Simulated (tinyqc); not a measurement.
# Worked calculation: bandgap voltage reference from two bipolar transistors

Numbers from tinyqc (`OMP_NUM_THREADS=1 python tinyqc.py 2062005 2062006 out.jsonl`; about 0.02 s on one thread of a shared Intel Xeon 2.30GHz). Printed values are rounded.

Two transistors of area 1 and N carry the same current I. Is(T) = Is (T/T0)^eta exp[(Vg0 q/kB)(1/T0 - 1/T)], VBE1 = Vt ln(I/Is(T)) + I rb, VBE2 = Vt ln(I/(N Is(T))) + I rb/N. The amplifier forces I R1(T) = VBE1 - VBE2 + Vos, with R(T) = R (1 + tc (T - T0)) for both resistors, and the output is Vref = VBE1 + I R2(T). Base currents and the Early effect are neglected.

Values chosen for this exercise; values of the order met in silicon bipolar transistors: reference temperature T0 = 300 K; band-gap voltage extrapolated to 0 K Vg0 = 1.141 V; temperature exponent of the saturation current eta = 3.5; saturation current of the unit transistor at T0 Is = 2.2e-17 A; area ratio of the second transistor N = 15; resistor across which the difference of VBE falls, at T0 R1 = 9.1 kohm; temperature coefficient of both resistors tc = -1500 ppm/K; offset of the amplifier Vos = -2.3 mV; series resistance of the unit transistor rb = 120 ohm; output resistor at T0 R2 = 65.78 kohm; temperature T = 233 K.

Constants: q = 1.602176634e-19 C, kB = 1.380649e-23 J/K. Results are converted to the units shown.

## Operating point at the reference temperature

Vt = kB T/q; I = (Vt ln N + Vos)/(R1(T) - rb (1 - 1/N)). Evaluate at T = T0.

Vt = 0.0258520 V
I = 7.53321 uA
Is(T) = 2.2e-17 A
VBE1 = 0.687515 V
I R2 = 0.495535 V
Vref = 1.18305 V

## Operating point at another temperature

Vt = kB T/q; I = (Vt ln N + Vos)/(R1(T) - rb (1 - 1/N)).

Vt = 0.0200784 V
I = 5.25857 uA
Is(T) = 2.79530e-23 A
VBE1 = 0.799266 V
I R2 = 0.380673 V
Vref = 1.17994 V

From T0 to T, VBE1 changes by 112 mV and I R2 by -115 mV, which leaves -3.11 mV in Vref.

## Resistor for zero slope at T0, ideal case

With tc = 0, Vos = 0 and rb = 0 the current is proportional to T, dVBE/dT = (VBE - Vg0 - (eta - 1) Vt)/T, and Vref has zero slope at T0 when Vref = Vg0 + (eta - 1) Vt0. Find VBE1, its slope, that Vref, R2/R1 and the curvature d2Vref/dT2 = -(eta - 1) kB/(q T0).

VBE1 = 0.687154 V
dVBE/dT = -1.72825 mV/K
Vref = 1.20563 V
R2/R1 = 7.40589
curvature = -0.718111 uV/K^2
